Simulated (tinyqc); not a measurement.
The choice of windows: ionisation potential and affinity of a slab from the planar-averaged potential.

A model of the planar-averaged electrostatic energy of an electron in a periodic cell of N1 periods of A (L1 = N1 n1 h) and N2 periods of vacuum (L2 = N2 n2 h), on z_j = j h: V(z) = f VA + (1 - f) VB + F t(z), VA = V1[0] + V1[1] cos(2 pi z/(n1 h)) + V1[2] cos(4 pi z/(n1 h)), VB the same with V2, n2 and z - L1. f = [tanh(z/w) - tanh((z - L1)/w) + tanh((z - L1 - L2)/w)]/2 + 1/2; t(z) = z - L1/2 in A and (L1/L2)(L1 + L2/2 - z) beyond, so that the cell is periodic.

Running mean over n points, periodic: for odd n the plain mean of the n points centred on j; for even n the n + 1 points with half weight at both ends. The macroscopic average applies the mean over n1 points and then over n2 points.

Parameters, chosen for this exercise (gap near that of Si; shifted at random, so the results belong to these values and not to a real crystal):

| symbol | value | unit | meaning |
|---|---|---|---|
| h | 0.25 | angstrom | grid step |
| n1 | 5 |  | grid points per period of A |
| n2 | 6 |  | grid points per period of the vacuum filter |
| N1 | 5 |  | periods of A |
| N2 | 5 |  | periods of vacuum |
| V1 | (-8.82, 1.7, -0.75) | eV | mean and two harmonics of the potential in A |
| V2 | (0, 0, 0) | eV | the same in vacuum |
| w | 0.4 | angstrom | width of the interfaces |
| F | 0 | eV/angstrom | slope in A from opposite charges on the two interfaces |

dV read at j = 12 and 40 after means over the numbers of points listed; ripple is the spread over the five points around each.

Results:

| windows | dV (eV) | ripple in A (meV) | ripple in vacuum (meV) |
|---|---|---|---|
| none | 10.427 | 2739 | 0 |
| 5 only | 8.820 | 0 | 0 |
| 6 only | 8.646 | 441 | 0 |
| 6, 7 | 8.864 | 95 | 0 |
| 5, 6 | 8.820 | 1 | 0 |

Which rows can be used, and how does a wrong window show?

The last row matches both periods and lies 0 meV from the value of a thick cell, V2[0] - V1[0] = 8.820 eV. Against it the raw potential errs by +1.61 eV. Within 20 meV of it lie: 5 only. A window one point too long leaves a ripple of 441 meV in A, against 1 meV in the last row: the ripple is the sign to look for. Rows to use, with under 30 meV of ripple in both regions once the tilt is taken off: 5 only and 5, 6. A row with a large ripple can hit the right value only by chance.

Program tinyqc; command `OMP_NUM_THREADS=1 python tinyqc.py 1850543 1850544 out.jsonl`; about 0.01 s on one thread of a shared Intel(R) Xeon(R) Processor @ 2.30GHz.
